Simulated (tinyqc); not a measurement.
Luttinger-Kohn k.p, four valence bands, step by step. One step of it, computed by the program tinyqc.

Question. Hole masses. E = c [g1 k^2 -/+ 2 sqrt(g2^2 k^4 + 3 (g3^2 - g2^2)(kx^2 ky^2 + ky^2 kz^2 + kz^2 kx^2))] with c = hbar^2/2m, and m* = hbar^2 k^2 / (2 E).

Luttinger parameters chosen for this model; energies are counted downward from the top of the valence band:

| parameter | value | unit |
|---|---|---|
| g1 | 11.860000 |  |
| g2 | 2.890000 |  |
| g3 | 4.250000 |  |

Give: Masses.

Answer.

Masses (electron masses):

| direction | heavy | light |
|---|---|---|
| [100] | 0.1645 | 0.0567 |
| [110] | 0.2530 | 0.0506 |
| [111] | 0.2976 | 0.0491 |
